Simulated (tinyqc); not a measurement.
Worked calculation: plane-wave Kohn-Sham cycle with exchange-only LDA in a layered model solid. One step of it, computed by the program tinyqc.

Problem. Iteration 1: levels at that k. Diagonalise the Hermitian matrix.

H (hartree):
```
           -2         -1         +0         +1         +2
-2   0.362645  -0.355000   0.000000   0.000000   0.000000
-1  -0.355000  -0.047812  -0.355000   0.000000   0.000000
+0   0.000000  -0.355000  -0.159754  -0.355000   0.000000
+1   0.000000   0.000000  -0.355000   0.026817  -0.355000
+2   0.000000   0.000000   0.000000  -0.355000   0.511901
```

Give: eigenvalues.

Solution.

eigenvalues (hartree): -0.6477  -0.2078  0.1929  0.6058  0.7505
